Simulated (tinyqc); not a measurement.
# Six-transistor SRAM cell, nodal equations and margins, step by step

Numbers from tinyqc (`OMP_NUM_THREADS=1 python tinyqc.py 2340011 2340012 out.jsonl`; about 0.1 s on one thread of a shared Intel Xeon 2.30GHz). Printed values are rounded.

Two cross-coupled inverters (pull-down bn, pull-up bp) hold the nodes Q and QB; access transistors (ba, threshold VTn, gate on the word line at Vdd when selected) join them to the bit lines. Transistor (EKV form, voltages against the body): I = 2 n b Vt^2 [F(vp - Vs) - F(vp - Vd)] from drain to source, F(v) = ln^2(1 + exp(v/(2 Vt))), vp = (Vg - VT + sg |Vd - Vs|)/n. n-channel bodies are at 0; for the p-channel device all voltages are counted down from Vdd. b in uA/V^2 gives I in uA. For an access transistor the bit line is the drain and the node the source. In a read both bit lines are at Vdd. The cell is symmetric (no mismatch).

Values chosen for this exercise: temperature T = 400 K; supply voltage Vdd = 0.8 V; slope factor n = 1.17; drain-induced barrier lowering sg = 0.051; n-channel threshold VTn = 0.39 V; p-channel threshold (magnitude) VTp = 0.31 V; gain factor of the pull-down transistor bn = 370 uA/V^2; gain factor of the access transistor ba = 180 uA/V^2; gain factor of the pull-up transistor bp = 190 uA/V^2.

Constants: q = 1.602176634e-19 C, kB = 1.380649e-23 J/K, Vt = kB T/q. Results are converted to the units shown.

## Iteration 1: node voltages in a read by Newton steps

(Q, QB) at the start (V): Q 0.000000, QB 0.800000

F1 = In(gate QB, drain Q) - Ip(gate QB, drain Q) - Ia(bit line, Q), F2 the same with Q and QB exchanged; J by central differences with +/- 1e-6 V; solve J d = -F, limit each component to +/- 0.15 V and add.

F1, F2 (uA): [-15.6539, 0.0002]

J (uS):
```
          Q      QB
F1  235.371   0.016
F2    0.004  92.922
```

(Q, QB) after iteration 1 (V): Q 0.066507, QB 0.799995

## Iteration 2: node voltages in a read by Newton steps

As before.

F1, F2 (uA): [-1.41018, 0.00050]

J (uS):
```
          Q      QB
F1  192.874  25.241
F2    0.023  80.124
```

(Q, QB) after iteration 2 (V): Q 0.073820, QB 0.799987

## Course of the iteration: node voltages in a read by Newton steps

Stop when the largest change of (Q, QB) is below 1e-9 V, or after 30 iterations. The rule counts as met only at the stable state with Q low.

Course of the iteration:
```
iteration      Q (V)  largest |change| of one entry (V)
1          0.0665072                             0.0665
2          0.0738197                            7.31e-3
3          0.0739113                            9.17e-5
4          0.0739113                            1.45e-8
5          0.0739113                            < 1e-14
```

Converged in 5 iterations. At the end the number of correct digits about doubles with each step.

## Read current and disturbance

(Q, QB) (V): Q 0.0739113, QB 0.799986

Iread = Ia(bit line at Vdd, source Q); cell ratio bn/ba; time to pull a bit line of 20 fF down by 0.1 V at that current.

Iread = 10.0509 uA
cell ratio = 2.05556
time = 198.987 ps

The read lifts the low node to 73.9 mV, against a balance point of 418 mV.

## The largest square in the read butterfly

c, point 0 to 6 (V): [0.12, 0.2, 0.28, 0.33, 0.39, 0.43, 0.47]

f(x) is the node voltage of one half-cell in a read for input x (In - Ip - Ia = 0). Static noise margin: side of the largest square between the curve (x, f(x)) and its mirror image (f(y), y); with h(c) the root x of f(x) - x = c, it is the maximum over c > 0 of h(c) - h(-c) + c.

h(c), point 0 to 6 (V): [0.410140, 0.405726, 0.398972, 0.390471, 0.370558, 0.348927, 0.320251]
h(-c), point 0 to 6 (V): [0.440671, 0.468228, 0.502403, 0.525944, 0.556436, 0.578596, 0.602660]
side, point 0 to 6 (V): [0.089469, 0.137497, 0.176569, 0.194526, 0.204122, 0.200331, 0.187591]

The maximum over c is 204.1 mV, the read margin; with the word line off (no Ia) the same construction gives 316.1 mV.
